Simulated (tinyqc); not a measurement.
Comparisons within one model: cyclotron resonance of ellipsoidal valleys, Si type. A value that a table varies takes the place of the one given here.

Valleys along [100], [010], [001] (each with its opposite partner), mass ml along the axis and mt across it. B lies in the (1-10) plane, b = (sin(theta)/sqrt2, sin(theta)/sqrt2, cos(theta)). For the angle phi between B and the axis, 1/mc^2 = cos^2(phi)/mt^2 + sin^2(phi)/(mt ml). Resonance: h nu = 2 muB B/mc, h = 2 pi hbar.

Constants: hbar = 6.58211957e-16 eV s; muB = 5.788381798e-05 eV/T.

Parameters, chosen for this exercise (near those of Si; not measured data): ml = 0.878 m0 (longitudinal mass); mt = 0.183 m0 (transverse mass); ths = (0, 10, 25, 35, 55, 70, 90) degrees (angles); g1 = 4.35 (Luttinger gamma1); g2 = 0.33 (gamma2); g3 = 1.44 (gamma3); theta = 46 degrees (angle of B from [001] towards [110]); nu = 24 GHz (microwave frequency).

## Rotating the field

mc against theta; [100] and [010] stay equal in this plane.

Cyclotron masses (m0):
```
theta (degrees)   [100]   [001]
0                0.4008  0.1830
10               0.3898  0.1852
25               0.3464  0.1975
35               0.3145  0.2128
55               0.2658  0.2673
70               0.2450  0.3335
90               0.2354  0.4008
```

All valleys give one line at theta = 54.7 degrees, B along [111], with mc = 0.2663. The [001] pair goes from mt to sqrt(ml mt), a factor 2.19; the other four only fall from sqrt(ml mt) to 0.2354, since their angle to B never drops below 45 degrees.

## Heavy and light holes (cyclotron masses of warped hole bands)

E = c k^2 f(n) with f = g1 -/+ 2 sqrt(g2^2 + 3 (g3^2 - g2^2)(nx^2 ny^2 + ny^2 nz^2 + nz^2 nx^2)). For the orbit through k = 0 perpendicular to b = (sin(theta)/sqrt2, sin(theta)/sqrt2, cos(theta)), mc is the mean of 1/f over the directions n in that plane (180 evenly spaced angles). Quantum effects of the lowest levels are left out.

Cyclotron masses (m0):
```
theta (degrees)   heavy   light
0                0.4038  0.1664
10               0.4161  0.1635
25               0.4691  0.1547
35               0.5099  0.1497
55               0.5452  0.1456
70               0.5353  0.1479
90               0.5222  0.1531
```

The heavy mass varies by 35 % over the table, with its largest listed value at 55 degrees ([111] lies at 54.7) and its smallest at 0; the light mass varies by 14.3 %. The warping term enters both with the same size, but it is set against a small inverse mass in one and a large one in the other (along [111], g1 - 2 g3 = 1.47 and g1 + 2 g3 = 7.23).

## What each parameter does

Resonance fields B = h nu mc/(2 muB) of the valleys [100] and [001]. Each row changes one parameter from the base and keeps the others.

Results:
```
case                [100] (T)  [001] (T)
base                   0.2441     0.2042
ml = 1.01 m0           0.2503     0.2067
mt = 0.201 m0          0.2633     0.2223
theta = 50 degrees     0.2364     0.2144
nu = 26.4 GHz          0.2685     0.2246
```

The largest shifts from the base row, up to three for each result and ties (the steps differ in size, so this ranks the rows, not the parameters). [100] (T): nu +0.0244, mt +0.0192, theta -0.0077. [001] (T): nu +0.0204, mt +0.0181, theta +0.0102.

Program tinyqc; command `OMP_NUM_THREADS=1 python tinyqc.py 1282297 1282298 out.jsonl`; about 0.01 s on one thread of a shared Intel(R) Xeon(R) Processor @ 2.30GHz.
